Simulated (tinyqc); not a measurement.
Kronig-Penney superlattice by transfer matrices: one step. In a field along the axis. Three cases, with inputs chosen for the exercise.

Problem. One-band picture: ladder spacing e F d, Bloch frequency e F d/(2 pi hbar), and extent W/(e F) of a Stark state, with W the width of band 1; 1 kV/cm = 1e-5 V/angstrom.

Constants: hbar = 6.58211957e-16 eV s.

Give: e F d; Bloch frequency; W/(e F d).

Case 1.

Values chosen (out of a larger set: near those of a GaAs superlattice with barriers of AlGaAs; not measured data): a = 100 angstrom (well width); b = 29 angstrom (barrier width); F = 10 kV/cm (field along the axis).

Minibands:
```
band  bottom (eV)  top (eV)  width (meV)
1        0.020023  0.033450       13.427
2        0.081970  0.134263       52.293
3        0.189449  0.303219      113.769
```

Solution.

e F d = 12.900 meV
Bloch frequency = 3.119 THz
W/(e F d) = 1.04 periods

The state spreads over about 1 period.

Case 2.

Values chosen (out of a larger set: near those of a GaAs superlattice with barriers of AlGaAs; not measured data): a = 74 angstrom (well width); b = 40 angstrom (barrier width); F = 2 kV/cm (field along the axis).

Minibands:
```
band  bottom (eV)  top (eV)  width (meV)
1        0.047475  0.051449        3.975
2        0.182669  0.207009       24.340
3        0.355771  0.460726      104.955
```

Solution.

e F d = 2.280 meV
Bloch frequency = 0.551 THz
W/(e F d) = 1.74 periods

The state spreads over about 2 periods.

Case 3.

Values chosen (out of a larger set: near those of the light valleys of a Si film between layers of SiO2; not measured data): a = 20 angstrom (well width); b = 6 angstrom (barrier width); F = 5 kV/cm (field along the axis).

Minibands:
```
band  bottom (eV)  top (eV)  width (meV)
1        0.249238  0.261277       12.038
2        1.027226  1.083524       56.298
3        2.342019  2.533902      191.883
```

Solution.

e F d = 1.300 meV
Bloch frequency = 0.314 THz
W/(e F d) = 9.26 periods

The state spreads over about 9 periods.

Computed by tinyqc, one run a case: `OMP_NUM_THREADS=1 python tinyqc.py N N+1 out.jsonl` with N = 1281361, 1281532, 1281660; one thread of a shared Intel(R) Xeon(R) Processor @ 2.30GHz, about 0.08 s a run at most.
